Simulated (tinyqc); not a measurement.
Inside a calculation. Model: vertical double-diffused power MOSFET, components of the on-resistance.

Numbers from tinyqc (`OMP_NUM_THREADS=1 python tinyqc.py 2230122 2230123 out.jsonl`; about 0.01 s on one thread of a shared Intel Xeon 2.30GHz). Printed values are rounded.

Stripe cells of pitch Wp + a, two channels a cell. Current flows through the channels, spreads in the accumulation layer, passes the gap between the p bodies and spreads at 45 degrees into the drift layer below them. Low drain voltage, full ionisation.

Parameters, values chosen for the exercise; bulk values close to those of gallium nitride: temperature T = 400 K; relative permittivity eps_r = 9.85; critical-field constant Kc = 26700 V/cm per (cm^-3)^(1/8); rated breakdown voltage of the drift layer BV = 900 V; drift mobility at 300 K mud = 888 cm^2/(V s); temperature exponent of the drift mobility bt = 2.4; gate oxide thickness (eps_r 3.9) tox = 61 nm; gate overdrive Vov = 5 V; channel mobility mch = 54 cm^2/(V s); accumulation-layer mobility mac = 180 cm^2/(V s); channel length Lc = 1.2 um; width of the p body in one cell, channels included Wp = 3.4 um; gap between neighbouring p bodies a = 1.4 um; depth of the p body xp = 0.7 um; doping of the gap over the drift doping Nj = 5; built-in voltage of the body junction Vbi = 3.05 V; substrate and contact resistance Rs = 0.076 mohm cm^2.

Constants: q = 1.602176634e-19 C, eps0 = 8.8541878128e-14 F/cm where lengths are in cm. Results are converted to the units shown.

## Drift layer

Triangular field at breakdown with Ec = Kc N^(1/8): BV = eps0 eps_r Ec^2/(2 q N), so N = (eps0 eps_r Kc^2/(2 q BV))^(4/3); W = 2 BV/Ec; mu = mud (T/300 K)^(-bt); rho = 1/(q mu N); ideal resistance rho W.

drift doping N = 2.78505e16 cm^-3
Ec = 3.03470 MV/cm
drift thickness W = 5.93140 um
electron mobility mu at T = 445.205 cm^2/(V s)
drift resistivity rho = 0.503381 ohm cm
ideal resistance = 0.298575 mohm cm^2

## Components of the on-resistance

Pitch p = Wp + a, Cox = 3.9 eps0/tox; zero-bias depletion in the gap w0 = sqrt(2 eps0 eps_r Vbi/(q N Nj)), open gap g = a - 2 w0; R_ch = Lc p/(2 mch Cox Vov); R_acc = 0.6 a p/(4 mac Cox Vov), 0.6 being an empirical factor for current leaving the layer along its length; R_gap = (rho/Nj) xp p/g; spreading depth t = min(W, (p - g)/2); R_drift = (rho p/2) ln((g + 2 t)/g) + rho (W - t); R_on = the sum with Rs.

w0 = 0.154419 um
g = 1.09116 um
components (mohm cm^2): channel 1.88428, accumulation 0.197849, gap 0.0310011, drift 0.384194, substrate 0.076
R_on = 2.57332 mohm cm^2
shares (%): channel 73.2236, accumulation 7.6885, gap 1.2047, drift 14.9299, substrate 2.9534

The channel term is the largest. R_on is 8.62 times the ideal drift resistance rho W, and spreading raises the drift term to 1.29 times it.
